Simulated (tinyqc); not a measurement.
Worked calculation: a particle near a wafer in liquid: double-layer and van der Waals forces (DLVO), deposition barrier and removal. Computed by tinyqc, a small Python program that keeps every step. Command: `OMP_NUM_THREADS=1 python tinyqc.py 3111366 3111367 out.jsonl dlvo walk`. One thread of a shared host (Intel(R) Xeon(R) Processor @ 2.30GHz), about 0.01 s of CPU time with the checks. Intermediate numbers are printed to about 7 digits and carried at full precision; extremes and crossings named in words are read from the listed rows.

Sphere and flat wall, Derjaguin approximation, constant potentials in the linear-superposition form, no retardation and no hydration force.

Inputs (values chosen for the exercise, of the order of those for silica on silicon in water):
```
quantity                             value   unit
particle radius R                       35     nm
Hamaker constant A                 9.9e-21      J
potential of the particle psi_1        -43     mV
potential of the wafer psi_2           -23     mV
salt concentration c               0.00016  mol/L
valence z of the symmetric salt          1      -
temperature T                          323      K
dielectric constant of the liquid     69.9      -
gap h                                  1.7     nm
contact distance h0                    0.3     nm
contact radius over R                 0.12      -
viscosity                             0.77  mPa s
```

Constants: e = 1.602176634e-19 C; N_A = 6.02214076e+23 1/mol; eps_0 = 8.8541878128e-12 F/m; k_B = 1.380649e-23 J/K; k_B = 8.617333262e-05 eV/K.

## Screening

kappa^2 = 2 z^2 e^2 N_A (1000 c)/(eps eps_0 k_B T); gamma_i = tanh(z e psi_i/(4 k_B T)); Z = 64 pi eps eps_0 (k_B T/(z e))^2 gamma_1 gamma_2.

kappa = 0.04233553 1/nm

Debye length = 23.62082 nm

gamma_1 = -0.3680956

gamma_2 = -0.2036926

Z = 7.228405 pN

kappa R = 1.481743

Like signs: the double layers repel. Caution: kappa R is not large, so the Derjaguin approximation is only rough at gaps of the order of the Debye length.

## Energy and force at one gap

U(h) = Z R exp(-kappa h) - A R/(6 h); F(h) = -dU/dh = kappa Z R exp(-kappa h) - A R/(6 h^2), positive for repulsion.

double-layer energy = 52.79203 k_B T

van der Waals energy = -7.617584 k_B T

U(h) = 45.17445 k_B T

F(h) = -10.01582 pN

Caution: for kappa h below 1 linear superposition is only rough, and charge regulation matters.

## The curve

The formulas are those given above.

Against the gap:
```
h (nm)   kappa h  U (k_B T)         F (pN)
0.4     0.016934   23.40421  -3.504067e+02
0.6     0.025401   33.72550  -1.499747e+02
1.0     0.042336   41.43004  -4.748333e+01
1.5     0.063503   44.60766  -1.561504e+01
2.5     0.105839   45.85403   3.949682e-01
4.0     0.169342   44.65645   5.432764e+00
7.0     0.296349   40.33152   6.785092e+00
12.0    0.508026   33.05520   6.043358e+00
20.0    0.846711   23.68031   4.448597e+00
40.0    1.693421   10.10858   1.933479e+00
```

Caution: in rows where h is not small against R, A R/(6 h) overstates the van der Waals term. Caution: in rows with kappa h below 1 linear superposition is only rough.

## Barrier and secondary minimum

F = 0 reads x^2 exp(-x) = y with x = kappa h and y = A kappa/(6 Z); the left side peaks at x = 2 with 4/e^2 = 0.5413, so roots exist for smaller y: x < 2 is the barrier, x > 2 the secondary minimum.

y = 0.009663767

position of the barrier = 2.445394 nm

barrier height = 45.85648 k_B T

position of the secondary minimum = 213.6138 nm

energy at the secondary minimum = -0.05391940 k_B T

A barrier above 15 k_B T practically stops deposition.

## Critical salt concentration

The barrier height is zero when U = 0 and F = 0 together: kappa h = 1 and kappa = 6 Z/(e A), e = 2.718282 here; c follows from kappa^2, with the potentials held fixed.

critical kappa = 1.611625 1/nm

critical concentration = 0.2318666 mol/L

## Adding salt

kappa scales as sqrt(c); potentials are held fixed. A dash marks rows without a maximum.

Against the concentration:
```
c (mol/L)  Debye length (nm)  barrier at (nm)  barrier (k_B T)  minimum at (nm)  minimum (k_B T)
2.32e-05            62.03132         3.882554         49.95415     6.365483e+02    -1.836142e-02
2.32e-04            19.61603         2.240409         44.82825     1.726995e+02    -6.646794e-02
2.32e-03             6.20313         1.323953         36.04688     4.509514e+01    -2.476664e-01
1.16e-02             2.77412         0.943226         26.65013     1.698054e+01    -6.380397e-01
4.64e-02             1.38706         0.732810         15.77714     6.989055e+00    -1.485155e+00
1.16e-01             0.87726         0.647074          7.11913     3.711938e+00    -2.664215e+00
2.09e-01             0.65355         0.621275          1.08300     2.372955e+00    -3.954251e+00
3.48e-01             0.50648         0.638857         -4.20011     1.510593e+00    -5.698392e+00
6.96e-01             0.35814                -                -                -                -
```

At low salt the barrier tends to Z R = 56.7 k_B T; it is half of that between 0.0023 and 0.012 mol/L and changes sign at 0.23 mol/L, while the secondary minimum deepens to -4.0 k_B T at 0.9 of that.

## Removing an attached particle

Adhesion F_a = A R/(6 h0^2) [1 + a^2/(R h0)] - kappa Z R exp(-kappa h0), a the contact radius. Drag in a shear flow F_d = 1.7 x 6 pi mu R^2 G, acting at 1.4 R; rolling starts when 1.4 R F_d = a F_a. Wall shear stress = mu G.

van der Waals adhesion = 1719.667 pN

net adhesion F_a = 1709.091 pN

wall shear stress for rolling = 3731.920 Pa

shear rate G = 4846649 1/s

Checks made by the program: force against a difference of U (relative difference below 1e-10).
